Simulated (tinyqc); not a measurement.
p-type polysilicon, carrier trapping at grain boundaries: one step of the calculation.

One-dimensional grains of size Lg, uniform ionised doping N, monovalent traps Qt at each boundary at a depth Et below (for electrons) or above (for holes) the band edge there, abrupt depletion of width W on each side of a boundary, Boltzmann statistics. xi is the distance from the band edge at the grain centre to the Fermi level. Trapped charge Qt/(1 + exp((xi + VB - Et)/Vt)) = 2 N W, barrier VB = q N W^2/(2 eps0 eps_r).

Question. Resistivity and effective mobility. n0 = NB exp(-xi/Vt); mean density n0 (1 - 2 W/Lg) by charge balance in a partly depleted grain, and n0 (sqrt(pi)/2) erf(u)/u with u = sqrt(VB/Vt) in a fully depleted one; v = sqrt(kB T/(2 pi ms m0)); barrier resistivity Vt exp(VB/Vt)/(q fe n0 v Lg); grain resistivity (1 - 2 W/Lg)/(q n0 mug); effective mobility 1/(q mean density total resistivity).

Values chosen for this exercise; values of the order met in polycrystalline silicon: temperature T = 300 K; valence-band density of states at T NB = 2.65e19 cm^-3; grain size Lg = 40 nm; mass for thermionic emission ms = 0.58 m0; correction factor of the emission rate fe = 0.5; mobility inside the grains mug = 93 cm^2/(V s).

Constants: q = 1.602176634e-19 C, kB = 1.380649e-23 J/K, m0 = 9.1093837015e-31 kg, Vt = kB T/q. Results are converted to the units shown.

W = 20 nm
xi = 0.37068766 V
VB = 0.061863686 V

Wanted: n0; mean density; v; barrier resistivity; grain resistivity; resistivity; effective mobility.

Answer.

n0 = 1.5702e13 cm^-3
mean density = 8.7377e12 cm^-3
v = 3.5323e6 cm/s
barrier resistivity = 15922 ohm cm
grain resistivity = 0.0000 ohm cm
resistivity = 15922 ohm cm
effective mobility = 44.864 cm^2/(V s)

The resistivity is 47400 times that of a single crystal with the same N and mobility mug, and the mean density is 0.00437 % of N.

Program tinyqc, `OMP_NUM_THREADS=1 python tinyqc.py 2830119 2830120 out.jsonl`; Intel Xeon 2.30GHz, shared host, one thread, about 0.01 s.
